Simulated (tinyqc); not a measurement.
# Material parameters from the melting point of the curve

Inverse problem. In a hemispherical model of a phase-change cell the resistance is rho/(2 pi r0), and melting starts where I^2 rho b^2/(32 pi^2 ka r0^2) = Tm - T0. Find rho and ka.

Values chosen for this exercise:
```
symbol,value,unit,meaning
T0,300,K,ambient temperature
Tm,894,K,melting point
r0,18,nm,radius of the heater contact
```

resistance = 0.55704230 kohm
melting current = 786.64914 uA
b = 1.4236752

Solution. The resistance gives rho, and the melting current then gives ka.

rho = 6.300 mohm cm
ka = 1.300 W/(m K)

tinyqc, about 0.01 s, one thread, Intel Xeon 2.30GHz (shared host): `OMP_NUM_THREADS=1 python tinyqc.py 2490002 2490003 out.jsonl`
